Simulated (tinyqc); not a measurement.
Line constants from open and short measurements.

Question. A uniform line of length len, under a quarter wavelength, has Z_open = Zc coth(gamma len) and Z_short = Zc tanh(gamma len); gamma Zc = r + i w l and gamma/Zc = g + i w c, w = 2 pi f. Find r, l and c.

Values chosen for this exercise: length len = 17 mm; frequency f = 0.93 GHz.

Zin with the far end open = 1.873527-55.728406i ohm
Zin with the far end shorted = 2.306299+36.281141i ohm

Answer. The product of the two impedances is Zc^2 and their ratio tanh^2(gamma len); the principal branch holds below a quarter wavelength.

r = 0.08972 ohm/mm
l = 0.3076 nH/mm
c = 151.9 pF/m

Numbers from tinyqc (`OMP_NUM_THREADS=1 python tinyqc.py 2810159 2810160 out.jsonl`; about 0.01 s on one thread of a shared Intel Xeon 2.30GHz).
